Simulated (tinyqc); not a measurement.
# Worked calculation: Schottky emission and Poole-Frenkel conduction in an insulator, and how to tell them apart

Numbers from tinyqc (`OMP_NUM_THREADS=1 python tinyqc.py 2370139 2370140 out.jsonl`; about 0.01 s on one thread of a shared Intel Xeon 2.30GHz). Printed values are rounded.

Schottky emission (electrode-limited): J = As T^2 exp[-(pb - b sqrt(F))/Vt], b = sqrt(q/(4 pi eps0 ei)). Poole-Frenkel emission (bulk-limited): J = s0 F exp[-(pt - 2 b sqrt(F))/Vt]. F in V/cm.

Parameters, values chosen for the exercise; dielectric values close to those of silicon nitride:
- T = 325 K (temperature)
- ei = 3.82 (high-frequency relative permittivity)
- es = 7.8 (static relative permittivity)
- pt = 0.73 eV (trap depth)
- s0 = 0.026 S/cm (Poole-Frenkel prefactor)
- pb = 1.15 eV (electrode barrier)
- As = 64 A/(cm^2 K^2) (Richardson constant)
- F = 2.1 MV/cm (field)

Constants: q = 1.602176634e-19 C, kB = 1.380649e-23 J/K, Vt = kB T/q, eps0 = 8.8541878128e-14 F/cm where lengths are in cm. Results are converted to the units shown.

Range of the model: At the field F a Fowler-Nordheim estimate for tunnelling through pb (mass 0.4 m0) gives 1.4e-4 A/cm^2, more than Schottky emission.

## Both currents at one field

Lowerings b sqrt(F) and 2 b sqrt(F); the image-force maximum lies at sqrt(q/(16 pi eps0 ei F)) from the electrode.

Schottky lowering = 281.3545 meV
position of the barrier top = 0.6698917 nm
Poole-Frenkel lowering = 562.7090 meV
J, Schottky = 2.290089e-7 A/cm^2
J, Poole-Frenkel = 138.9983 A/cm^2

Injection and bulk transport act in series, so the smaller capacity limits the current: here the electrode, by a factor of 6.07e8.

## Which mechanism made these data

```
point  F (MV/cm)  J (A/cm^2)
0            0.5     1.87e-9
1           0.87    8.938e-9
2           1.24    3.131e-8
3           1.62    9.442e-8
4           1.99    2.456e-7
```

The data come from another sample of the same dielectric, in which one mechanism alone limits the current. Fit straight lines by least squares: ln J on sqrt(F) (Schottky plot, slope b/Vt) and ln(J/F) on sqrt(F) (Poole-Frenkel plot, slope 2 b/Vt), F in V/cm, and read a permittivity from each slope. The right mechanism gives a value near ei, and in any case between ei and es.

slope of the Schottky plot = 0.006932857 (cm/V)^0.5
permittivity read as Schottky = 3.819573
slope of the Poole-Frenkel plot = 0.004976785 (cm/V)^0.5
permittivity read as Poole-Frenkel = 29.64842

Both plots are nearly straight, so straightness decides nothing. Read as Schottky the data give 3.82, which matches ei = 3.82; read as Poole-Frenkel they give 29.6, above even the static value 7.8. The data were made by Schottky emission.
